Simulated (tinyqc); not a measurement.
Comparisons within one model: polytypes by hexagonality, and a cubic inclusion as a quantum well. A value that a table varies takes the place of the one given here.

Gap: E3 + (E2 - E3) h. Valence top Ev2 h and polarisation P2 h, both counted from 3C; Ec = Ev + gap.

A cubic inclusion of width L = N d in the host (h = 1) is a well of depth V = Ec(host) - Ec(3C). Square well with mass mismatch: k tan(k L/2) = (m_w/m_b) q, k = sqrt(m_w E/c), q = sqrt(m_b (V - E)/c), c = hbar^2/2m0, lowest root. The depth of the level, V - E, is its binding, and the transition to the valence top of the host is gap(host) - (V - E). The step in polarisation gives a field |F| = |P|/(eps eps0) in a thin inclusion, eps0 = 8.8541878e-12 F/m.

Constants: hbar^2/2m0 = 3.80998211 eV angstrom^2.

Values chosen for the exercise (of the order of those of GaAs; the results hold for these values, not for the real material): E3 = 1.507 eV (gap of the cubic polytype); E2 = 1.523 eV (gap of 2H); Ev2 = 0.104 eV (valence top of 2H above that of 3C); P2 = 0.0019 C/m^2 (spontaneous polarisation of 2H); m = (0.067, 0.066) m0 (electron mass along c in the cubic layer and in the host); d = 3.254 angstrom (thickness of a double layer); eps = 12.9 (dielectric constant); N = 6 (double layers in the cubic inclusion).

## Width of the inclusion

Without the field: square well. With it, the potential inside is |F| (z - L/2), the host conduction edge lies at V - |F| L/2 on one side and V + |F| L/2 on the other, and the lowest level E_F is found by finite differences (step 0.25 angstrom, wide box, good to about 1 meV). Holes sit in the host on the high side, so the transition is gap(host) - V + E_F - |F| L/2. A dash: bound by less than 2 meV or not at all.

Results:
```
N   L (angstrom)  depth (eV)  transition (eV)  depth below the low side, with field (eV)  transition with field (eV)
2           6.51       0.003            1.520                                          -                           -
4          13.02       0.009            1.514                                          -                           -
6          19.52       0.019            1.504                                      0.006                       1.484
10         32.54       0.039            1.484                                      0.017                       1.452
15         48.81       0.060            1.463                                      0.027                       1.415
20         65.08       0.075            1.448                                      0.032                       1.383
30         97.62       0.092            1.431                                      0.035                       1.326
```

The square well binds a level even at N = 2 (3 meV), as any symmetric one-dimensional well does; the depth grows to 92 of 120 meV, and the transition tends to E3 - Ev(host) = 1.403 eV. With the field the level is bound by 2 meV or more for N = 6, 10, 15, 20 and 30, and the transition is lowered by 20 meV at N = 6 and 105 meV at N = 30, where |F| L/2 = 81 meV. Free carriers or surface charge screen the field and the step between the two sides; with the field removed every row returns to its square-well depth, and the attraction to the hole, left out here, binds the electron further.

## What each parameter does

Well depth, depth of the level, transition without the field and field. Each row changes one parameter from the base and keeps the others.

Results:
```
case                  V (eV)  depth (eV)  transition (eV)  |F| (MV/cm)
base                  0.1200      0.0190           1.5040        0.166
N = 7                 0.1200      0.0241           1.4989        0.166
Ev2 = 0.134 eV        0.1500      0.0282           1.4948        0.166
E3 = 1.487 eV         0.1400      0.0250           1.4980        0.166
E2 = 1.553 eV         0.1500      0.0282           1.5248        0.166
P2 = 0.0025 C/m^2     0.1200      0.0190           1.5040        0.219
eps = 13.9            0.1200      0.0190           1.5040        0.154
m = (0.08, 0.066) m0  0.1200      0.0193           1.5037        0.166
```

The largest shifts from the base row, up to three for each result and ties (the steps differ in size, so this ranks the rows, not the parameters). V (eV): Ev2 +0.0300, E2 +0.0300, E3 +0.0200; unchanged at the printed digits by N, P2, eps and m. depth (eV): Ev2 +0.0093, E2 +0.0093, E3 +0.0060; unchanged at the printed digits by P2 and eps. transition (eV): E2 +0.0207, Ev2 -0.0093, E3 -0.0060; unchanged at the printed digits by P2 and eps. |F| (MV/cm): P2 +0.053, eps -0.012; unchanged at the printed digits by N, Ev2, E3, E2 and m.

(tinyqc, `OMP_NUM_THREADS=1 python tinyqc.py 1880306 1880307 out.jsonl`, Intel(R) Xeon(R) Processor @ 2.30GHz, 1 thread, shared host, about 0.09 s.)
